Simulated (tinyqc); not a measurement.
k.p values derived from sp3s* tight binding at Gamma: one step. Linear terms and the Kane energy.

At Gamma the states are two-level mixtures: s-like S+ (upper) and S- (lower) from [[Esa, Vss], [Vss, Esc]], p-like P- (valence) and P+ from [[Epa, Vxx], [Vxx, Epc]], and the bare s* levels. With real k in 1/angstrom and kz = 0, the phase sums over the four bonds are g0 = 1 - (a k/4)^2/2, g1 = i a kx/4, g3 = -(a/4)^2 kx ky to second order. Each mixture is written (anion, cation) with the anion part positive. c = hbar^2/2m0. No spin-orbit coupling.

Constants: hbar^2/2m0 = 3.80998211 eV angstrom^2.

Values chosen for the exercise (near a published set for SiC, fitted to gaps, whose masses and valley positions are rough; the results hold for these values, not for the real material):
- a = 4.358 angstrom (lattice constant)
- Vsapc = 9.569 eV (s anion, p cation)
- Vscpa = 9.234 eV (s cation, p anion)
- Vxapc = 8.792 eV (s* anion, p cation)
- Vpaxc = 4.369 eV (p anion, s* cation)
- Exa = 9.589 eV (s* level of the anion)
- Exc = 9.375 eV (s* level of the cation)

States:
```
state      E (eV)  anion part  cation part
S-     -19.112121   0.7575638    0.6527611
P-      -0.028692   0.8190184   -0.5737673
S+       5.765121   0.6527611   -0.7575638
P+       6.461692   0.5737673    0.8190184
```

Task: <s state|dH/dkx|x state> = i P with P = (a/4)(sa pc Vsapc + sc pa Vscpa), sa, sc and pa, pc being the parts of the two states; for s* on the anion P = (a/4) pc Vxapc, on the cation (a/4) pa Vpaxc. Ep = P^2/c for S+ to P-.

Give: Couplings; Ep.

Result:

Couplings:
```
pair       P (eV angstrom)  E(first) - E(second) (eV)
S+ to P-          -10.1468                     5.7938
S+ to P+            1.2008                    -0.6966
S- to P-            0.8470                   -19.0834
s*a to P-          -5.4961                     9.6177
s*c to P-           3.8985                     9.4037
```

Ep = 27.023 eV

The two terms of S+ to P- have the same sign and add: S+ and P- both change sign from anion to cation. An on-site momentum element between s and p, which real atoms have, is absent from this model.

Computed by tinyqc, a small Python program: `OMP_NUM_THREADS=1 python tinyqc.py 1452834 1452835 out.jsonl` (the numbers bound the seed that draws the inputs); one thread of a shared host (Intel(R) Xeon(R) Processor @ 2.30GHz), about 0.01 s for the whole set of steps.
